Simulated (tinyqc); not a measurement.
Schottky barrier on an n-type semiconductor, non-linear Poisson equation by Newton steps: two steps of the calculation.

One dimension, metal at x = 0, donor density C(x) = Nd, uniform. Energies are counted from the electron Fermi level of the semiconductor and the conduction-band edge is Ec = -psi, so n = Nc exp(psi/Vt); holes follow the Fermi level of the metal, at -V, so p = Nv exp((V - psi - Eg)/Vt). Ends: psi(0) = V - phiB and psi = Vt ln(Nd/Nc) deep inside. Boltzmann statistics, full ionisation, no current, no image force in the Poisson equation.

Inputs (values chosen for the exercise); band and dielectric values those of a made-up semiconductor: temperature T = 400 K; band gap Eg = 1.78 eV; conduction-band density of states at T Nc = 9.61e17 cm^-3; valence-band density of states at T Nv = 2.23e19 cm^-3; bias of the metal against the semiconductor V = 0 V.

Constants: q = 1.602176634e-19 C, kB = 1.380649e-23 J/K, Vt = kB T/q. Results are converted to the units shown.

Problem 1. Newton step. Solve the tridiagonal system a_(i-1) d_(i-1) + b_i d_i + a_i d_(i+1) = -F_i for nodes 1 to 13, with d = 0 on fixed nodes. Each component d is damped to sign(d) Vt ln(1 + |d|/Vt) before it is added.

coupling a_i, interval 0 to 13 (F/cm^2): 4.6484486e-7  3.9900846e-7  3.4179769e-7  2.9513959e-7  2.5126749e-7  2.1620691e-7  1.8229210e-7  1.6029133e-7  1.3671908e-7  1.1621122e-7  9.9966637e-8  8.6082382e-8  7.3784898e-8  6.2816873e-8

```
node  diagonal b (F/cm^2)  residual F (C/cm^2)
1           -8.6385332e-7        3.2994177e-17
2           -7.4080616e-7       -5.1388143e-17
3           -6.3693732e-7       -1.3189092e-15
4           -5.4640815e-7       -3.6809335e-14
5           -4.6750628e-7       -1.0986169e-12
6           -3.9933387e-7       -2.8776954e-11
7           -3.5786379e-7       -5.2670374e-10
8           -4.1758887e-7        -4.0469924e-9
9           -5.1778028e-7        -2.9497793e-9
10          -5.2576601e-7                    0
11          -5.4574393e-7                    0
12          -5.7861659e-7                    0
13          -6.2693216e-7                    0
```

psi at the start, node 0 to 14 (V): -0.97000000  -0.88028984  -0.78247137  -0.67739352  -0.56797232  -0.45626194  -0.34926036  -0.25415911  -0.18795047  -0.16637499  -0.16637499  -0.16637499  -0.16637499  -0.16637499  -0.16637499

Wanted: Newton step d, before damping; psi after iteration 1.

Solution 1.

Newton step d, before damping, node 1 to 13 (V): -0.001517  -0.003285  -0.005348  -0.007737  -0.010544  -0.013802  -0.017572  -0.020248  -0.011642  -0.002669  -0.000501  -0.000076  -0.000009
psi after iteration 1, node 0 to 14 (V): -0.97000  -0.88177  -0.78561  -0.68236  -0.57495  -0.46546  -0.36087  -0.26836  -0.20388  -0.17641  -0.16895  -0.16687  -0.16645  -0.16638  -0.16637

Problem 2. Densities, residual and Jacobian diagonal. n_i = Nc exp(psi_i/Vt), p_i = Nv exp((V - psi_i - Eg)/Vt), rho_i = p_i - n_i + C_i, g_i = (n_i + p_i)/Vt. Box widths w_i = (h_(i-1) + h_i)/2 in cm. Residual F_i = a_i (psi_(i+1) - psi_i) - a_(i-1) (psi_i - psi_(i-1)) + q rho_i w_i; Jacobian: a_(i-1) and a_i beside the diagonal, b_i = -a_(i-1) - a_i - q g_i w_i on it. The two end nodes are fixed.

```
node  x (nm)  psi after iteration 1 (V)  donor density C (cm^-3)
0          0                -0.97000000                   7.7e15
1         20                -0.88177452                   7.7e15
2       43.3                -0.78560873                   7.7e15
3       70.5                -0.68236499                   7.7e15
4        102                -0.57495263                   7.7e15
5        139                -0.46546133                   7.7e15
6        182                -0.36086854                   7.7e15
7        233                -0.26835918                   7.7e15
8        291                -0.20387907                   7.7e15
9        359                -0.17640543                   7.7e15
10       439                -0.16894528                   7.7e15
11       532                -0.16687213                   7.7e15
12       640                -0.16645054                   7.7e15
13       766                -0.16638389                   7.7e15
14       914                -0.16637499                   7.7e15
```

coupling a_i, interval 0 to 13 (F/cm^2): 4.6484486e-7  3.9900846e-7  3.4179769e-7  2.9513959e-7  2.5126749e-7  2.1620691e-7  1.8229210e-7  1.6029133e-7  1.3671908e-7  1.1621122e-7  9.9966637e-8  8.6082382e-8  7.3784898e-8  6.2816873e-8

Find: n; p; residual F; diagonal b.

Solution 2.

```
node  n (cm^-3)  p (cm^-3)
0       5.771e5    1.389e9
1       7.462e6    1.074e8
2       1.215e8    6.600e6
3       2.428e9    3.302e5
4      5.478e10    1.463e4
5      1.313e12      610.7
6      2.729e13      29.38
7      3.995e14      2.007
8      2.594e15     0.3091
9      5.756e15     0.1393
10     7.147e15     0.1122
11     7.590e15     0.1056
12     7.683e15     0.1043
13     7.698e15     0.1041
14     7.700e15     0.1041
```

```
node  residual F (1e-9 C/cm^2)  diagonal b (F/cm^2)
1                        0.031            -8.639e-7
2                        0.033            -7.408e-7
3                        0.034            -6.369e-7
4                        0.035            -5.464e-7
5                        0.036            -4.675e-7
6                        0.028            -3.991e-7
7                       -0.153            -3.527e-7
8                       -1.426            -3.730e-7
9                       -0.584            -4.509e-7
10                       0.107            -5.035e-7
11                       0.007            -5.406e-7
12                       0.000            -5.777e-7
13                       0.000            -6.268e-7
```

Computed by the program tinyqc: `OMP_NUM_THREADS=1 python tinyqc.py 2020016 2020017 out.jsonl`, one thread of a shared Intel Xeon 2.30GHz, about 0.04 s for the whole run.
